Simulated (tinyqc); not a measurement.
# From one set of inputs to another, one input at a time

Model: kinetic Monte Carlo and master equation for a particle on a ring of sites with traps and bias. Computed by tinyqc, a small Python program. Command: `OMP_NUM_THREADS=1 python tinyqc.py 3024479 3024480 out.jsonl kmc ladder`. One thread of a shared host (Intel(R) Xeon(R) Processor @ 2.30GHz), about 0.01 s of CPU time with the checks.

7 sites on a ring, numbered 1 to 7. The saddle between i and i+1 lies at E0 + s b_i and site i at s eps_i; a force F tilts the landscape, with the saddle half-way.

The inputs printed are set A. Inputs not listed in the table keep their values of set A, so the rows need not describe a real material.

Inputs (values chosen for the exercise, for a model defect): reference barrier E0 = 0.38 eV; scale factor s of the disorder = 1; attempt frequency nu = 10 THz; temperature T = 230 K; site spacing a = 2.5 angstrom; force F along the ring = 0.002 eV/angstrom.

Disorder: both.

site energies eps_i (eV): [-0.03, 0, 0, 0, -0.046, -0.02, -0.023]

saddle shifts b_i between sites i and i+1 (eV): [0.0033, -0.01, -0.026, -0.025, 0.026, 0.0042, 0.026]

Constants: k_B = 8.617333262e-05 eV/K.

Method:
- Rates: k(i to i+1) = nu exp(-(E0 + s b_i - s eps_i - F a/2)/(k_B T)), k(i to i-1) = nu exp(-(E0 + s b_(i-1) - s eps_i + F a/2)/(k_B T)).
- Share right = k right/(k right + k left); mean stay = 1/(k right + k left).
- Master equation dP/dt = W P, W_(i+1,i) = k right, W_(i-1,i) = k left, columns summing to zero. The steady state is its null vector; drift v = a sum P_i (k right - k left). D = a^2 lambda''(0)/2, where lambda(q) is the leading eigenvalue of W with right hops weighted by exp(q) and left hops by exp(-q).
- The slowest relaxation rate is minus the real part of the next eigenvalue of W. 1 angstrom = 1e-8 cm.
- At zero force D0 = a^2 nu exp(-E0/(k_B T)) / [<exp(-s eps/(k_B T))> <exp(s b/(k_B T))>], with means over the ring; Einstein relation v = D0 F/(k_B T); 1 angstrom = 1e-8 cm.

Each row keeps all changes above it:
```
input moved                            from       to  drift velocity v (cm/s)  diffusivity D (cm^2/s)  D0 over the value without disorder
set A                                     -        -               5.0501e-05              5.3319e-12                             0.18826
force F along the ring (eV/angstrom)  0.002  0.00028               7.7256e-06              5.4745e-12                             0.18826
reference barrier E0 (eV)              0.38     0.45               2.2599e-07              1.6014e-13                             0.18826
temperature T (K)                       230      480               4.3558e-02              6.4352e-08                             0.54728
site spacing a (angstrom)               2.5        2               2.7887e-02              4.1199e-08                             0.54728
attempt frequency nu (THz)               10       11               3.0676e-02              4.5318e-08                             0.54728
```

Which inputs carry the difference?

Drift velocity v goes from 5.05e-5 to 0.0307, a factor 607 in all. The largest single move comes from temperature T (a factor 193000), and reference barrier E0 works against it (a factor 0.0293). Diffusivity D goes from 5.33e-12 to 4.53e-8, a factor 8500 in all. The largest single move comes from temperature T (a factor 402000), and reference barrier E0 works against it (a factor 0.0293). D0 over the value without disorder goes from 0.188 to 0.547, a factor 2.91 in all. The largest single move comes from temperature T (a factor 2.91). The single moves hold for this order of the switches; the total does not depend on the order.

Extremes, crossings and ranges named in words are read from the listed rows.
